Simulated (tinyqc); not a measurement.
## Reflectance at normal incidence against thickness

Normal incidence on air, film (n1) and substrate (N2 = n2 - i k2): r01 = (1 - n1)/(1 + n1), r12 = (n1 - N2)/(n1 + N2), amplitude (r01 + r12 X)/(1 + r01 r12 X), X = exp(-4 pi i n1 d/lam), R its squared modulus, phase from 0 to 360 degrees.

Parameters, values chosen for the exercise: wavelength lam = 405 nm; index of the transparent film n1 = 2.416; index of the substrate n2 = 5.42; extinction coefficient of the substrate k2 = 0.329.

Reflectance at normal incidence against thickness:
```
d (nm),R (%),phase of the reflected amplitude (degrees)
0,47.54,178.7
10,43.32,163.5
20,31.33,146.3
30,12.82,125.9
40,0.2508,136.9
50,9.106,238.3
60,27.93,217.6
70,41.55,199.8
80,47.27,184.3
```

What does the comparison show?

R goes from 47.5 through a minimum of 0.251 (at d = 40 nm among the rows listed) to 47.3 %. At a quarter wave, d = 41.9 nm, R = 0.222 %; for a transparent substrate it would vanish for n1 = sqrt(n2) = 2.33.

Program tinyqc, `OMP_NUM_THREADS=1 python tinyqc.py 2870207 2870208 out.jsonl`; Intel Xeon 2.30GHz, shared host, one thread, about 0.01 s.
